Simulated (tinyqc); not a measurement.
Orbital energy against energy difference: ionisation energy by orbital energies and by energy differences in the 6-31g basis, for H4, spin multiplicity 1. Computed by the program tinyqc with PySCF. 

Geometry (angstrom):

| atom | x | y | z |
|---|---|---|---|
| H | 0.0000 | 0.0000 | 0.0000 |
| H | 0.0000 | 0.0000 | 0.7650 |
| H | 0.0000 | 0.0000 | 1.6550 |
| H | 0.0000 | 0.0000 | 2.4200 |

CCSD(T) difference in the same basis = 12.6064 eV

IP-EOM-CCSD = 12.6183 eV

The cation is unrestricted; errors are against CCSD(T) in this basis, not against experiment.

First vertical ionisation energy (eV):

| method | -e(HOMO) | E(cation) - E | error of -e(HOMO) | error of the difference |
|---|---|---|---|---|
| HF | 12.8452 | 12.080790 | 0.2388 | -0.5257 |
| LDA | 7.8291 | 12.565089 | -4.7773 | -0.0414 |
| PBE | 7.9216 | 12.622874 | -4.6848 | 0.0164 |
| B3LYP | 9.1593 | 12.846997 | -3.4472 | 0.2406 |
| PBE0 | 9.3305 | 12.722726 | -3.2760 | 0.1163 |
| CAM-B3LYP | 10.7560 | 12.801696 | -1.8505 | 0.1953 |
| LC-wPBE | 12.1441 | 12.819653 | -0.4623 | 0.2132 |

Koopmans errs by +0.24 eV and Delta-HF by -0.53 eV: relaxation, 0.76 eV, lowers the value and the missing correlation difference works against it. The PBE level is off by -4.7 eV through the wrong tail of its potential, though its energy difference is off by +0.02 eV; exact exchange deepens the level, and among the orbital energies HF comes closest; among the differences PBE does.
